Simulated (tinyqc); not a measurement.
From results back to parameters: Koster-Slater impurity in an sp3s* host.

Problem. In the Koster-Slater model a defect shifts the s level of its site by Vs and the p levels by Vp; an A1 level solves 1/Vs = G_s(E) and a T2 level 1/Vp = G_p(E), E from the top of the valence band. A defect has an A1 level at E = 1.3321 eV, one of the energies of the table, and a T2 level at 0.1903 eV.

G(E) of the host (1/eV):
```
E (eV)         G_s         G_p
0.0000  -0.1003380  -0.0064352
0.1903  -0.1195875  -0.0362420
0.3806  -0.1418819  -0.0597537
0.5709  -0.1684738  -0.0818528
0.7612  -0.2012604  -0.1046401
0.9515  -0.2433544  -0.1299534
1.1418  -0.3003809  -0.1603011
1.3321  -0.3840302  -0.2002650
1.5224  -0.5253257  -0.2608882
```

Find: Vs, Vp.

Solution. Read G_s and G_p at the two energies and invert them. Vs is attractive and pulls its level down from the conduction bands. Vp is attractive and pulls its level down from the conduction bands.

Vs, Vp (eV): -2.6  -27.6

tinyqc: `OMP_NUM_THREADS=1 python tinyqc.py 1450493 1450494 out.jsonl`; about 0.01 s, one thread, shared Intel(R) Xeon(R) Processor @ 2.30GHz.
